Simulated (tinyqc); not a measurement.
# Gate-all-around wire with two subbands, quantum capacitance: effect of the mass along the wire

phi is the Fermi level above the lowest subband edge, in volts; Vg is counted from the gate voltage at which an empty wire would have phi = 0. Both directions of motion are filled (equilibrium).

N1 = gv sqrt(2 md m0 kB T/(pi hbar^2)); n1 = N1 F(phi/Vt), n2 = g2 N1 F((phi - E2)/Vt), n = n1 + n2, F(e) = (1/sqrt(pi)) int_0^infinity u^(-1/2) du/(1 + exp(u - e)); Cq = q dn/dphi = (q N1/Vt) [F'(phi/Vt) + g2 F'((phi - E2)/Vt)]. Cox = 2 pi eps0 eox/ln(1 + tox/rw) per length; Vg = phi + q n/Cox. 1/C_G = 1/Cox + 1/(Cq); dphi/dVg = Cox/(Cox + Cq).

Values chosen for this exercise: temperature T = 300 K; relative permittivity of the gate insulator (close to silicon nitride) eox = 7.39; insulator thickness tox = 5.1 nm; valley degeneracy gv = 1; second subband above the first E2 = 0.17 eV; orbital degeneracy of the second subband g2 = 2; radius of the wire rw = 2.2 nm; gate voltage Vg = 1.17 V.

Constants: q = 1.602176634e-19 C, kB = 1.380649e-23 J/K, hbar = 1.054571817e-34 J s, m0 = 9.1093837015e-31 kg, Vt = kB T/q, eps0 = 8.8541878128e-14 F/cm where lengths are in cm. Results are converted to the units shown.

The same in every row: Cox (pF/cm) = 3.428.

Effect of the mass along the wire:
```
md (m0),phi (V),n (cm^-1),Cq (pF/cm),C_G (pF/cm),dphi/dVg,share of the second band (%)
0.02,0.6833,1.041e7,1.483,1.035,0.6981,63.41
0.034,0.5903,1.240e7,2.122,1.311,0.6176,62.77
0.057,0.4978,1.438e7,3.084,1.623,0.5264,61.84
0.097,0.4073,1.632e7,4.680,1.979,0.4228,60.34
0.16,0.3328,1.791e7,7.220,2.324,0.3219,58.08
0.28,0.2677,1.930e7,12.39,2.685,0.2166,53.93
0.47,0.2250,2.022e7,20.08,2.928,0.1458,47.84
0.8,0.1933,2.090e7,28.35,3.058,0.1079,39.12
```

As md goes from 0.02 to 0.8, Cq rises from 1.48 to 28.3 pF/cm, C_G/Cox rises from 0.302 to 0.892 and n rises from 1.04e7 to 2.09e7 cm^-1. Cq is below Cox for md = 0.02, 0.034, 0.057; there the density of states limits the response dn/dVg more than the insulator does. For md = 0.02, 0.034, 0.057, 0.097 phi exceeds 0.3 V, where non-parabolicity and further bands matter for so light a mass.

Numbers from tinyqc (`OMP_NUM_THREADS=1 python tinyqc.py 2200112 2200113 out.jsonl`; about 0.01 s on one thread of a shared Intel Xeon 2.30GHz).
